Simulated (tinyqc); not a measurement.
Worked calculation: decay of LO phonons and the hot-phonon bottleneck in the cooling of electrons. Computed by tinyqc, a small Python program that keeps every step. Command: `OMP_NUM_THREADS=1 python tinyqc.py 3008596 3008597 out.jsonl hotphonon walk`. One thread of a shared host (Intel(R) Xeon(R) Processor @ 2.30GHz), about 0.01 s of CPU time with the checks. Intermediate numbers are printed to about 6 digits and carried at full precision; extremes and crossings named in words are read from the listed rows.

n(E, T) = 1/(exp(E/(k_B T)) - 1) is the Bose occupation. Electrons have a temperature T_e; the LO modes within their reach share one occupation N; the decay products stay at the lattice temperature.

Inputs (values chosen for the exercise, modelled on gallium nitride):
```
quantity,value,unit
LO energy hbar omega,94.3,meV
"lifetime at T = 0, tau_0",1.8,ps
share f of the energy in the softer product,0.25,-
lattice temperature T,400,K
electron mass m*,0.203,m_0
eps_inf,5.47,-
static dielectric constant eps_s,9.41,-
electron density n,9.7e+17,1/cm^3
"density of LO modes that the electrons reach, N_m",1.9e+19,1/cm^3
power supplied per electron P,1.8,nW
step factor,3.5,-
```

Decay channel: two unequal phonons (Ridley).

Constants: k_B = 8.617333262e-05 eV/K; c = 299792458 m/s; e^2/(4 pi eps_0) = 14.39964548 eV angstrom; hbar^2/(2 m_0) = 3.80998212 eV angstrom^2; hbar = 6.582119569e-16 eV s; e = 1.602176634e-19 C.

## Lifetime and Raman width

Decay rate 1/tau = (1/tau_0) [1 + n(f hbar omega) + n((1 - f) hbar omega)]. Full width Gamma = 1/(2 pi c tau) in 1/cm, c in cm/s.

thermal factor tau_0/tau = 2.16612

phonon lifetime tau = 0.830980 ps

Raman width Gamma = 6.38865 1/cm

equilibrium LO occupation N_0 = 0.0693407

Stimulated decay shortens the lifetime by 54 %.

## Spontaneous emission time

Froehlich coupling alpha = (e^2/(4 pi eps_0)) (1/eps_inf - 1/eps_s) k_0/(2 hbar omega), k_0 = sqrt(m* hbar omega/(hbar^2/(2 m_0))); emission time tau_sp = hbar/(2 alpha hbar omega); bottleneck ratio r = (n/N_m) tau/tau_sp.

alpha = 0.414259

emission time tau_sp = 8.42466 fs

bottleneck ratio r = 5.03566

r compares the rate at which electrons exchange quanta with a mode to its decay rate. Exchange outruns decay, so a hot population builds up if the power is high enough.

## Electron and phonon temperatures in closed form

Net emission per electron: [(N + 1) x - N]/tau_sp with x = exp(-hbar omega/(k_B T_e)), a simple two-level balance; steady state of the modes: n [(N + 1) x - N]/tau_sp = N_m (N - N_0)/tau; power per electron P = hbar omega [(N + 1) x - N]/tau_sp. With p = P tau_sp/(hbar omega): N = N_0 + r p and x = (p + N)/(N + 1); without hot phonons N = N_0. The mode temperature T_LO solves n(hbar omega, T_LO) = N.

reduced power p = 0.00100370

LO occupation N = 0.0743950

electron temperature T_e = 411.901 K

T_e without hot phonons = 402.112 K

mode temperature T_LO = 409.833 K

Hot phonons raise T_e by 10 K. T_LO lies between the lattice and the electrons.

## The same balance by iteration

Eliminating N gives P(T_e) = (hbar omega/tau_sp) [(N_0 + 1) x - N_0]/[1 + r (1 - x)]. Newton steps on ln P against ln T_e, times the step factor, each limited to 0.7 in ln T_e and to keeping a fifth of T_e - T; start at 1.5 T; stop when |ln(P/P(T_e))| < 1e-9 or after 40 steps.

Iterations:
```
step,T_e (K),P(T_e) (nW),ln(P/P(T_e))
0,600.000,35.4546,-2.98047
1,440.000,6.2513,-1.24500
2,408.000,1.2041,0.40204
3,419.298,2.9453,-0.49243
4,403.860,0.5779,1.13619
5,419.425,2.9651,-0.49912
6,403.885,0.5817,1.12963
7,419.461,2.9708,-0.50104
8,403.892,0.5828,1.12774
...,...,...,...
31,419.476,2.9731,-0.50181
32,403.895,0.5832,1.12699
33,419.476,2.9731,-0.50181
34,403.895,0.5832,1.12699
35,419.476,2.9731,-0.50181
36,403.895,0.5832,1.12699
37,419.476,2.9731,-0.50181
38,403.895,0.5832,1.12699
39,419.476,2.9731,-0.50181
```

converged (1 yes, 0 no) = 0

T_e from the iteration = 403.895 K

Not converged: the residual has stopped falling and repeats with period one or two: the iteration swings between two states. Near the root each step multiplies the error by 1 - (step factor) = -2.50.

Reruns converge with step factor = 1.0; or with step factor = 0.7.
